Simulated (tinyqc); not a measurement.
## Transfer length from front and end resistance

Inverse problem. A contact of length d and width W has Rc = (Rsh Lt/W) coth(d/Lt) and Re = (Rsh Lt/W)/sinh(d/Lt), with Rsh the sheet resistance under the metal and Lt = sqrt(rc/Rsh). Find Lt, Rsh and rc.

Values chosen for this exercise: contact length d = 0.066 um; contact width W = 0.33 um.

Rc = 104.33145 ohm
Re = 28.000743 ohm

Answer. Rc/Re = cosh(d/Lt) gives Lt, and Re then gives Rsh.

Lt = 0.03317 um
Rsh = 1000 ohm/sq
rc = 1.100e-8 ohm cm^2

Program tinyqc, `OMP_NUM_THREADS=1 python tinyqc.py 2760087 2760088 out.jsonl`; Intel Xeon 2.30GHz, shared host, one thread, about 0.01 s.
